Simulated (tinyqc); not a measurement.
# Electron mobility in a silicon inversion layer, empirical terms and Matthiessen rule: several studies

Inversion layer of sheet density Ns on a uniformly doped body, under a high-permittivity gate with an interlayer. The mobility terms are empirical power laws with prefactors chosen for the exercise; adding their inverses (Matthiessen) is itself an approximation.

Inputs (values chosen for the exercise); material values close to those of silicon: temperature T = 273 K; band gap Eg = 1.1 eV; relative permittivity of the semiconductor eps_r = 11.8; conduction-band density of states at T Nc = 2.41e19 cm^-3; valence-band density of states at T Nv = 2.34e19 cm^-3; body doping Nb = 8.6e17 cm^-3; reverse body bias Vsb = 1 V; weight of the inversion charge in the effective field eta = 0.5; phonon-limited mobility at 1 MV/cm and 300 K Ap = 460 cm^2/(V s); roughness-limited mobility at 1 MV/cm As = 951 cm^2/(V s); exponent of the roughness term gs = 2; Coulomb prefactor Ac = 2400 cm^2/(V s); charge at the interface Nit = 5.6e11 cm^-2; remote-phonon mobility without interlayer Ar = 330 cm^2/(V s); interlayer thickness ti = 0.9 nm; decay length of remote phonons lr = 0.7 nm; inversion density Ns = 2.2e12 cm^-2.

Constants: q = 1.602176634e-19 C, kB = 1.380649e-23 J/K, Vt = kB T/q, eps0 = 8.8541878128e-14 F/cm where lengths are in cm. Results are converted to the units shown.

Each table varies one quantity; the others keep the values above.

## Effect of the reverse body bias

ni = sqrt(Nc Nv) exp(-Eg/(2 Vt)), Eg in volts; Ndep = sqrt(2 eps0 eps_r Nb (2 Vt ln(Nb/ni) + Vsb)/q); E = q (Ndep + eta Ns)/(eps0 eps_r), in MV/cm. With t = T/(300 K): muC = Ac (Ns/1e12 cm^-2) t/(Nb/1e17 cm^-3 + Nit/1e11 cm^-2), muP = Ap E^(-1/3) t^(-1.75), muS = As E^(-gs), muR = Ar exp(2 ti/lr)/t; 1/mu is the sum of the inverses.

The same in every row: muC (cm^2/(V s)) = 338.4; muR (cm^2/(V s)) = 4745.

Effect of the reverse body bias:
```
Vsb (V)	E (MV/cm)	muP (cm^2/(V s))	muS (cm^2/(V s))	mu (cm^2/(V s))
0	0.6676	620.8	2134	190.6
0.4	0.7640	593.5	1629	183.0
0.8	0.8469	573.4	1326	176.5
1.2	0.9207	557.7	1122	170.9
1.6	0.9878	544.8	974.6	165.9
2	1.050	533.8	862.8	161.3
2.4	1.108	524.3	774.9	157.1
```

What does the comparison show?

As Vsb goes from 0 to 2.4 V, E rises from 0.668 to 1.11 MV/cm and mu falls from 191 to 157 cm^2/(V s). The Coulomb term is the smallest in the first and the last row.

## Effect of the inversion density

Same model as above.

The same in every row: muR (cm^2/(V s)) = 4745.

Effect of the inversion density:
```
Ns (cm^-2)	E (MV/cm)	muC (cm^2/(V s))	muP (cm^2/(V s))	muS (cm^2/(V s))	mu (cm^2/(V s))
2e11	0.7314	30.76	602.2	1778	28.62
3.6e11	0.7436	55.37	598.8	1720	48.73
6.3e11	0.7643	96.90	593.4	1628	77.94
1.1e12	0.8004	169.2	584.3	1485	117.6
2e12	0.8694	307.6	568.5	1258	166.2
3.6e12	0.9921	553.7	544.0	966.3	204.5
6.3e12	1.199	969.0	510.7	661.4	212.2
1.1e13	1.559	1692	467.9	391.1	181.9
2e13	2.250	3076	414.1	187.9	120.9
```

Read the table: what changes, and by how much?

As Ns goes from 2e11 to 2e13 cm^-2, E rises from 0.731 to 2.25 MV/cm and mu goes from 28.6 through a maximum of 212 (at Ns = 6.3e12 cm^-2 among the rows listed) to 121 cm^2/(V s). The smallest term is the Coulomb one in the first row and the roughness one in the last. Screening lifts the Coulomb term as Ns grows while the field presses the carriers to the interface, hence the maximum. For Ns = 1.1e13 to 2e13 cm^-2 E passes 1.5 MV/cm, beyond the usual range of such laws.

## Universality: two dopings at the same effective field

Same model as above.

For each E, Ns is chosen to give that field on bodies with Nb = 1e17 and 8.6e17 cm^-3; the last column leaves out muC.

Results:
```
E (MV/cm)	Ns, light body (cm^-2)	mu, light (cm^2/(V s))	Ns, heavy body (cm^-2)	mu, heavy (cm^2/(V s))	without muC (cm^2/(V s))
0.759	6.799e12	339.9	5.603e11	70.91	400.3
0.858	8.090e12	321.6	1.851e12	160.1	365.5
0.97	9.550e12	299.3	3.312e12	200.5	330.6
1.1	1.125e13	273.6	5.008e12	213.5	295.4
1.24	1.307e13	247.6	6.834e12	210.1	262.6
1.4	1.516e13	220.6	8.920e12	197.5	230.8
1.79	2.025e13	167.6	1.401e13	159.2	171.9
```

Estimate the missing row, E = 1.58 MV/cm.

Computed row:
```
E (MV/cm)	Ns, light body (cm^-2)	mu, light (cm^2/(V s))	Ns, heavy body (cm^-2)	mu, heavy (cm^2/(V s))	without muC (cm^2/(V s))
1.58	1.751e13	194.0	1.127e13	179.9	200.7
```

With this row back in the table: The heavily doped body has 0.209 of the mobility of the light one in the first row and 0.950 in the last; there they lie 7.4 % below and 2.5 % below the curve without Coulomb scattering, which depends on E alone. The heavy body leaves that curve at low E because its field comes mostly from depletion charge and few carriers screen.

Computed by the program tinyqc: `OMP_NUM_THREADS=1 python tinyqc.py 2510093 2510094 out.jsonl`, one thread of a shared Intel Xeon 2.30GHz, about 0.01 s for the whole run.
